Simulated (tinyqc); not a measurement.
From results back to parameters: deformation-potential model of the X valleys of a conduction band. Two cases, with inputs chosen for the exercise.

Problem. An ellipsoidal valley with ml > mt has the density-of-states mass m_d = (ml mt^2)^(1/3) and, averaged over equivalent valleys, the conductivity mass m_c = 3/(1/ml + 2/mt).

Case 1.

m_d = 0.3533499 m0
m_c = 0.2760906 m0

Case 2.

m_d = 0.3550673 m0
m_c = 0.2764270 m0

Find: K = ml/mt; mt; ml.

Solution. With K = ml/mt, m_d/m_c = K^(1/3) (2 + 1/K)/3, which rises steadily for K > 1 and so fixes K; then mt = m_d K^(-1/3) and ml = K mt.

Case 1.

K = ml/mt = 5.433
mt = 0.201 m0
ml = 1.092 m0

Case 2.

K = ml/mt = 5.512
mt = 0.201 m0
ml = 1.108 m0

Computed by tinyqc, one run a case: `OMP_NUM_THREADS=1 python tinyqc.py N N+1 out.jsonl` with N = 1050368, 1050404; one thread of a shared Intel(R) Xeon(R) Processor @ 2.30GHz, about 0.02 s a run at most.
